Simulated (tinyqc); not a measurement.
From results back to parameters: Gamma, L and X subbands of a thin body with non-parabolic valleys. Two cases, with inputs chosen for the exercise.

Problem. Hard walls; each subband edge rises by e with e (1 + a e) = c (pi/t)^2/m_z, c = hbar^2/2m0. The thickness at which the Gamma and L edges cross was computed from a hidden bulk separation EL.

Constants: hbar^2/2m0 = 3.80998211 eV angstrom^2.

Find: rise of Gamma; rise of L; EL.

Method. At the crossing the rise of Gamma equals EL plus the rise of L.

Case 1.

Values chosen (near those of a thin GaSb channel; not measured data): mG = 0.0395 m0 (Gamma mass); aG = 1.14 1/eV (Gamma non-parabolicity); mzL = 1.286 m0 (confinement mass of the lowest L group); aS = 0.68 1/eV (non-parabolicity of L and X).

crossing thickness = 126.624 angstrom

Solution.

rise of Gamma = 0.056 eV
rise of L = 0.002 eV
EL = 0.054 eV

Case 2.

Values chosen (near those of a thin GaSb channel; not measured data): mG = 0.0394 m0 (Gamma mass); aG = 1.13 1/eV (Gamma non-parabolicity); mzL = 1.328 m0 (confinement mass of the lowest L group); aS = 0.45 1/eV (non-parabolicity of L and X).

crossing thickness = 108.788 angstrom

Solution.

rise of Gamma = 0.074 eV
rise of L = 0.002 eV
EL = 0.072 eV

Computed by tinyqc, one run a case: `OMP_NUM_THREADS=1 python tinyqc.py N N+1 out.jsonl` with N = 1251444, 1251559; one thread of a shared Intel(R) Xeon(R) Processor @ 2.30GHz, about 0.03 s a run at most.
